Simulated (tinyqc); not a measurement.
# Worked calculation: electron continuity equation in a given potential, Scharfetter-Gummel discretisation

Program tinyqc, `OMP_NUM_THREADS=1 python tinyqc.py 2220066 2220067 out.jsonl`; Intel Xeon 2.30GHz, shared host, one thread, about 0.01 s. Printed values are rounded.

Steady state in one dimension: J = q mu n E + q D dn/dx with E = -dpsi/dx and D = mu Vt, dJ/dx = q (n/tau - G), fixed densities nL and nR at the ends. The potential is given, psi = U (x/L)^2, and is not changed by the electrons.

Inputs (values chosen for the exercise); mobility close to that of silicon at room temperature:
- T = 450 K (temperature)
- mu = 1340 cm^2/(V s) (electron mobility)
- L = 19 um (length of the region)
- nL = 8.3e14 cm^-3 (density at x = 0)
- nR = 2e14 cm^-3 (density at x = L)
- tau = 7.6e-8 s (lifetime)
- G = 1.1e23 cm^-3 s^-1 (uniform generation rate)
- U = 1.2 V (potential difference psi(L) - psi(0))

Constants: q = 1.602176634e-19 C, kB = 1.380649e-23 J/K, Vt = kB T/q. Results are converted to the units shown.

## Potential on the mesh

12 equal intervals, h = L/12; psi = U (x/L)^2.

psi, node 0 to 12 (V): 0.00000  0.00833  0.03333  0.07500  0.13333  0.20833  0.30000  0.40833  0.53333  0.67500  0.83333  1.00833  1.20000

## Bernoulli factors

d_i = (psi_(i+1) - psi_i)/Vt; B(d) = d/(exp(d) - 1), B(0) = 1. The flux on interval i is J_i = (q D/h) [n_(i+1) B(d_i) - n_i B(-d_i)].

```
interval	d_i	B(d_i)	B(-d_i)
0	0.21490	0.896396	1.11129
1	0.64470	0.712051	1.35675
2	1.07449	0.557163	1.63166
3	1.50429	0.429680	1.93397
4	1.93409	0.326830	2.26092
5	2.36388	0.245416	2.60930
6	2.79368	0.182105	2.97579
7	3.22348	0.133669	3.35715
8	3.65327	0.0971594	3.75043
9	4.08307	0.0700026	4.15307
10	4.51287	0.0500412	4.56291
11	4.94267	0.0355221	4.97819
```

The largest |d_i| is 4.94, above 2, where central differences lose the sign pattern that keeps densities positive.

## Tridiagonal system for the inner nodes

Row i (1 to 11): B(-d_(i-1)) n_(i-1) + b_i n_i + B(d_i) n_(i+1) = f_i with b_i = -B(-d_i) - B(d_(i-1)) - h^2/(D tau) and f_i = -G h^2/D; the known end values are moved to the right: f_1 loses B(-d_0) nL and f_11 loses B(d_11) nR. h = L/12, D = mu Vt.

```
node	diagonal b	right side f (cm^-3)
1	-2.25949	-9.75444e14
2	-2.35005	-5.30698e13
3	-2.49748	-5.30698e13
4	-2.69694	-5.30698e13
5	-2.94248	-5.30698e13
6	-3.22755	-5.30698e13
7	-3.54560	-5.30698e13
8	-3.89045	-5.30698e13
9	-4.25658	-5.30698e13
10	-4.63926	-5.30698e13
11	-5.03458	-6.01742e13
```

## Densities and current

B(d_i) and B(-d_i) are the Bernoulli factors of the potential steps, b and f the diagonal and right side. Solve B(-d_(i-1)) n_(i-1) + b_i n_i + B(d_i) n_(i+1) = f_i (end values already in f), then J_i = (q D/h) [n_(i+1) B(d_i) - n_i B(-d_i)], h = L/12, D = mu Vt.

n, node 0 to 12 (cm^-3): 8.3e14  5.69315e14  4.36649e14  3.60154e14  3.11737e14  2.78858e14  2.55295e14  2.37681e14  2.24067e14  2.13254e14  2.04472e14  1.97268e14  2e14
J, interval 0 to 11 (A/cm^2): -21.6656  -24.2660  -26.9107  -29.5810  -32.2674  -34.9648  -37.6700  -40.3811  -43.0968  -45.8161  -48.5383  -51.2629

Against a mesh 200 times finer the densities are off by at most 0.38 % of their local values.

## Three discretisations compared

12 equal intervals. Fluxes J_i = (q D/h)(n_(i+1) P_i - n_i Q_i), d_i = (psi_(i+1) - psi_i)/Vt: Scharfetter-Gummel P = B(d), Q = B(-d), B(d) = d/(exp(d) - 1); central P = 1 - d/2, Q = 1 + d/2; upwind P = 1 + max(-d, 0), Q = 1 + max(d, 0). Balance at each inner node: J_i - J_(i-1) = q h (n_i/tau - G). The reference is Scharfetter-Gummel on 2400 intervals.

Densities (cm^-3):
```
node	Scharfetter-Gummel	central	upwind	reference
0	8.300e14	8.300e14	8.300e14	8.300e14
1	5.693e14	5.720e14	5.652e14	5.691e14
2	4.366e14	4.402e14	4.370e14	4.364e14
3	3.602e14	3.637e14	3.635e14	3.598e14
4	3.117e14	3.149e14	3.167e14	3.113e14
5	2.789e14	2.817e14	2.846e14	2.783e14
6	2.553e14	2.577e14	2.612e14	2.547e14
7	2.377e14	2.398e14	2.436e14	2.370e14
8	2.241e14	2.260e14	2.298e14	2.234e14
9	2.133e14	2.144e14	2.188e14	2.125e14
10	2.045e14	2.071e14	2.099e14	2.037e14
11	1.973e14	1.951e14	2.029e14	1.965e14
12	2.000e14	2.000e14	2.000e14	2.000e14
```

Largest errors as a share of the largest reference density listed: Scharfetter-Gummel 0.091 %, central 0.47 %, upwind 0.79 %. The largest |d| is 4.94. Upwinding stays positive but acts as if D were larger by the factor 1 + |d|/2, up to 3.47 here.
